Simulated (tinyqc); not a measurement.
Anisotropic wet etching of Si(100): plane rates, V-grooves, membranes and undercut: one step, computed by the program tinyqc.

A long slot opens the mask on a (100) wafer. The floor etches at R100; (111) walls stand at theta = arctan(sqrt2) = 54.7356 degrees to the surface and recede at R111 along their normal.

Task: Designing a membrane from the back side. Etch depth d - membrane, time = depth/R100; for a membrane as wide as w the opening must be w + sqrt2 depth - 2 u time; oxide mask consumed R_ox x time; a 1 K error changes the depth by the fraction E/(k_B T^2); a convex mask corner, such as that of a mesa, would retreat by c x depth.

Inputs (values chosen for the exercise, close to those used for potassium hydroxide solutions):
```
quantity,value,unit
"activation energy of (100), E",0.59,eV
"corner undercut rate over (100) rate, c",2.5,-
bath temperature T,95,C
"width w (mask opening along <110>, or membrane width in the design step)",16,um
wafer thickness d,300,um
membrane thickness wanted,3.8,um
```

R100 = 2.932791 um/min

lateral rate u = 0.1389431 um/min

R_ox = 0.02104965 um/min

Constants: k_B = 8.617333262e-05 eV/K.

Give: time to reach the membrane; opening needed; oxide consumed; depth error per kelvin; retreat of a convex corner.

Result:

time to reach the membrane = 101.0 min

opening needed = 406.8 um

oxide consumed = 2126 nm

depth error per kelvin = 14.96 um

retreat of a convex corner = 740.5 um

The error per kelvin is 394 % of the membrane, so a timed etch cannot hold it and an etch stop is needed. The oxide loss calls for a nitride mask. A corner retreat larger than the depth shows why mesas need compensation structures. Caution: the remaining silicon is too narrow for its thickness to act as a membrane. Caution: rates also depend on concentration, doping, additives and stirring, all held fixed here.
